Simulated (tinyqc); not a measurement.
Ballistic transport through the one-dimensional subbands of a rectangular nanowire or nanosheet channel: one step, computed by the program tinyqc.

Hard walls, parabolic subbands, transport along x. Energies are counted from the bulk conduction band edge at the top of the barrier, which the gate pulls down by U; the source Fermi level lies at the bulk edge when U = 0.

Question. Subbands. E_pq = (hbar^2 pi^2/2)(p^2/(m_y b^2) + q^2/(m_z a^2)); valley pairs: (m_x, m_y, m_z) = (m_t, m_t, m_l), (m_t, m_l, m_t), (m_l, m_t, m_t), each with degeneracy g = 2; the 10 lowest subbands are kept.

Inputs (values chosen for the exercise, modelled on silicon):

| quantity | value | unit |
|---|---|---|
| light mass m_t | 0.18 | m_0 |
| heavy mass m_l | 0.914 | m_0 |
| height a | 3.8 | nm |
| width b | 4.4 | nm |

Valleys: silicon [100] wire.

Constants: hbar^2/(2 m_0) = 3.80998212 eV angstrom^2; k_B = 8.617333262e-05 eV/K.

Give: Subbands.

Answer.

Subbands:

| valley axis | p | q | E (meV) | m_x (m_0) |
|---|---|---|---|---|
| z | 1 | 1 | 136.40 | 0.180 |
| y | 1 | 1 | 165.92 | 0.180 |
| z | 1 | 2 | 221.87 | 0.180 |
| y | 2 | 1 | 229.67 | 0.180 |
| x | 1 | 1 | 252.58 | 0.914 |
| y | 3 | 1 | 335.93 | 0.180 |
| z | 1 | 3 | 364.33 | 0.180 |
| z | 2 | 1 | 460.11 | 0.180 |
| y | 4 | 1 | 484.68 | 0.180 |
| z | 2 | 2 | 545.59 | 0.180 |
